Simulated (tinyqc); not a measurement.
Comparisons within one model: smearing for a one-band metal on the simple cubic lattice. A value that a table varies takes the place of the one given here.

Lattice vectors (units of a): a1 = (1, 0, 0), a2 = (0, 1, 0), a3 = (0, 0, 1). E(k) = -t A_1(k) - t2 A_2(k), A_m the sum of cos(k . R) over the 6 nearest and 12 second lattice vectors. Mesh k = sum (j_i/N) b_i, j_i = 0 .. N-1.

With x = (E_k - mu)/sigma: Fermi-Dirac f = 1/(1 + exp(x)), s = -f ln f - (1 - f) ln(1 - f); Gaussian f = erfc(x)/2, s = exp(-x^2)/(2 sqrt(pi)); Methfessel-Paxton (first order) f = erfc(x)/2 - x exp(-x^2)/(2 sqrt(pi)), s = (1 - 2 x^2) exp(-x^2)/(4 sqrt(pi)); cold (Marzari-Vanderbilt) with y = x + 1/sqrt(2), f = erfc(y)/2 + exp(-y^2)/sqrt(2 pi), s = y exp(-y^2)/sqrt(2 pi). With weights w = points/N^d (d the dimension), mu solves 2 sum w f = ne; E = 2 sum w f E_k, S = 2 sum w s, F = E - sigma S.

With x = (E_k - mu)/sigma: Gaussian f = erfc(x)/2, s = exp(-x^2)/(2 sqrt(pi)); Methfessel-Paxton (first order) f = erfc(x)/2 - x exp(-x^2)/(2 sqrt(pi)), s = (1 - 2 x^2) exp(-x^2)/(4 sqrt(pi)). With weights w = points/N^d (d the dimension), mu solves 2 sum w f = ne; E = 2 sum w f E_k, S = 2 sum w s, F = E - sigma S.

With x = (E_k - mu)/sigma: Gaussian f = erfc(x)/2, s = exp(-x^2)/(2 sqrt(pi)). With weights w = points/N^d (d the dimension), mu solves 2 sum w f = ne; E = 2 sum w f E_k, S = 2 sum w s, F = E - sigma S.

Parameters, chosen for this exercise:

| symbol | value | unit | meaning |
|---|---|---|---|
| t | 0.5 | eV | nearest hopping |
| t2 | 0.12 | eV | second hopping |
| ne | 1.41 |  | electrons per cell |
| N | 5 |  | unshifted mesh |
| sigma | 0.25 | eV | width |

## Error of each scheme against the width

All on the dense mesh N = 40. The reference is F of first-order Methfessel-Paxton smearing with sigma = 0.05 t on the mesh N = 40; it moves by 0.02 meV on the mesh N = 50; in three dimensions such meshes can agree by chance and the reference may be off by about 1 meV, so smaller errors are not resolved.

Errors (meV per cell):

| sigma (eV) | FD F | FD (E+F)/2 | Gauss F | Gauss (E+F)/2 | MP F | cold F |
|---|---|---|---|---|---|---|
| 0.050 | -3.04 | -0.01 | -0.47 | -0.01 | -0.01 | -0.02 |
| 0.075 | -6.83 | 0.02 | -1.05 | -0.01 | -0.01 | -0.04 |
| 0.100 | -12.17 | 0.05 | -1.85 | -0.02 | -0.02 | -0.06 |
| 0.150 | -27.38 | -0.25 | -4.15 | -0.01 | -0.01 | -0.15 |
| 0.200 | -48.10 | -1.69 | -7.37 | 0.01 | 0.02 | -0.31 |
| 0.300 | -102.95 | -9.35 | -16.65 | 0.13 | 0.19 | -0.97 |
| 0.400 | -171.41 | -23.59 | -29.72 | 0.10 | 0.20 | -2.16 |

reference = -0.75027 eV

Doubling sigma from 0.100 to 0.200 eV multiplies the error of F by 4.0 (Fermi-Dirac) and 4.0 (Gaussian); a pure sigma^2 term would give 4. At the smallest width Fermi-Dirac errs 6.4 times as much as Gaussian, against 2 pi^2/3 = 6.6 for the ratio of the sigma^2 terms at equal sigma. At the largest width the sizes of the errors rank Gauss (E+F)/2 0.1, MP F 0.2, cold F 2.2, FD (E+F)/2 23.6, Gauss F 29.7, FD F 171.4 meV; below about 1 meV this order, and the ratios at the smallest width, carry the noise of the mesh.

## Mesh against width

Gaussian smearing, (E + F)/2. The reference is F of first-order Methfessel-Paxton smearing with sigma = 0.05 t on the mesh N = 40; it moves by 0.02 meV on the mesh N = 50; in three dimensions such meshes can agree by chance and the reference may be off by about 1 meV, so smaller errors are not resolved.

Errors (meV per cell):

| N | sigma = 0.05 t | sigma = 0.15 t | sigma = 0.4 t |
|---|---|---|---|
| 4 | -0.81 | -2.96 | -8.22 |
| 6 | 2.83 | 2.34 | 1.25 |
| 8 | 0.42 | -0.07 | -0.74 |
| 12 | 0.81 | 1.14 | 0.61 |
| 16 | 0.23 | 0.25 | 0.08 |
| 24 | -0.09 | -0.04 | 0.01 |

reference = -0.75027 eV

First N from which the value stays within 2 meV of its last entry (which need not be the best one): 8 for sigma = 0.05 t, 8 for sigma = 0.15 t, 6 for sigma = 0.4 t. At the last mesh the errors are -0.09, -0.04 and +0.01 meV. The widest smearing converges sooner with the mesh than the narrowest; a level at which its last entries rest, if any, is its bias. The smallest error belongs to 0.05 t on 1, 0.15 t on 1, 0.4 t on 4 of the 6 meshes.

## What moves the results of Gaussian smearing

All sums formed anew. Each row changes one parameter from the base and keeps the others.

Results:

| case | mu (eV) | E (eV) | S | F (eV) |
|---|---|---|---|---|
| base | 1.0202 | -0.7416 | 0.1043 | -0.7676 |
| N = 10 | 0.9182 | -0.7389 | 0.0915 | -0.7618 |
| sigma = 0.5 eV | 0.9177 | -0.7164 | 0.1672 | -0.8001 |
| ne = 1.51 | 1.1196 | -0.6242 | 0.1447 | -0.6604 |
| t2 = 0.17 eV | 1.0186 | -0.7129 | 0.1157 | -0.7418 |
| t = 0.55 eV | 1.1147 | -0.8279 | 0.0932 | -0.8512 |

The largest shifts from the base row, up to three for each result and ties (the steps differ in size, so this ranks the rows, not the parameters). mu (eV): sigma -0.1025, N -0.1020, ne +0.0993. E (eV): ne +0.1174, t -0.0864, t2 +0.0287. S: sigma +0.0630, ne +0.0405, N -0.0128. F (eV): ne +0.1073, t -0.0836, sigma -0.0324.

tinyqc: `OMP_NUM_THREADS=1 python tinyqc.py 1650283 1650284 out.jsonl`; about 0.3 s, one thread, shared Intel(R) Xeon(R) Processor @ 2.30GHz.
